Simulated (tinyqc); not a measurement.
Heavy doping: gap narrowing, degeneracy and the minority density, step by step. Values are carried at full precision from step to step, so a last printed digit may differ when a step is redone from the rounded ones.

Empirical narrowing (Slotboom form, constants chosen for the exercise; published fits of this form give the apparent narrowing, here it is taken as the true one): dEg = E0 [ln(N/N0) + sqrt(ln(N/N0)^2 + C)].

Constants: kB = 8.617333262e-05 eV/K; e^2/(4 pi eps0) = 14.39964547 eV angstrom.

Inputs chosen for the exercise (gap and densities of states near those of Si at this temperature; narrowing constants near the fits for Si; shifted at random, so the results belong to these values and not to a real crystal): N = 2.3e+18 1/cm^3 (ionised donors, equal to the majority density); E0 = 6.37 meV (narrowing scale); N0 = 9.4e+16 1/cm^3 (onset density); C = 0.5 (smoothing constant); Nc = 4.29e+19 1/cm^3 (conduction-band density of states); Eg = 1.089 eV (gap); Nv = 1.74e+19 1/cm^3 (valence-band density of states); T = 400 K; eps = 11.7 (dielectric constant); Mv = 6 (majority valleys).

## Gap narrowing

Evaluate at N.

ln(N/N0) = 3.1974
dEg (empirical fit) = 41.23 meV

Well above N0 each decade of doping adds 2 E0 ln 10 = 29.3 meV.

## Degeneracy of the majority band

F_j(eta) = (1/Gamma(j + 1)) integral_0^infinity x^j dx/(1 + exp(x - eta)), which tends to exp(eta) for eta << 0.

Majority: N = Nc F_1/2(eta), eta the distance of EF beyond the majority band edge in kT. Degeneracy factor gam = F_1/2(eta)/exp(eta). ni0^2 = Nc Nv exp(-Eg/kT); product n p = ni0^2 gam exp(dEg/kT), dEg the true narrowing; apparent narrowing dEa = dEg + kT ln gam; minority density = n p/N.

Solve for eta and form gam.

N/Nc = 0.05361
eta = -2.9070
gam = 0.9812

## Product and minority density

Combine both effects.

ni0 = 3.77e+12 1/cm^3
exp(dEg/kT) = 3.31
dEa = 40.6 meV
sqrt(n p) = 6.79e+12 1/cm^3
minority density = 2.00e+07 1/cm^3

Narrowing multiplies the product by 3.31 and degeneracy by 0.981; together they change the minority density by a factor 3.24 against ni0^2/N.

## Two estimates of the size

Two physical estimates, e2 = e^2/(4 pi eps0), N in 1/angstrom^3: exchange shift at the Fermi level, Ex = (e2/eps) kF/pi with kF = (3 pi^2 N/Mv)^(1/3); screened-pair energy (Lanyon-Tuft), Es = (3/4)(e2/eps) qs with qs^2 = (4 pi e2 N/(eps kT)) F_-1/2(eta)/F_1/2(eta).

Evaluate both at N.

kF = 0.02247 1/angstrom
Ex = 8.80 meV
Es = 29.38 meV

Against the fitted dEg = 41.2 meV, Ex is 0.21 and Es 0.71 times as large; each keeps one mechanism only, and Ex assumes a strongly degenerate gas, while here eta is only -2.91.

## Checks

- Minority density against the Boltzmann occupation of the other band at the narrowed gap (1/cm^3): both 2.003e+07.

Program tinyqc; command `OMP_NUM_THREADS=1 python tinyqc.py 1681773 1681774 out.jsonl`; about 0.01 s on one thread of a shared Intel(R) Xeon(R) Processor @ 2.30GHz.
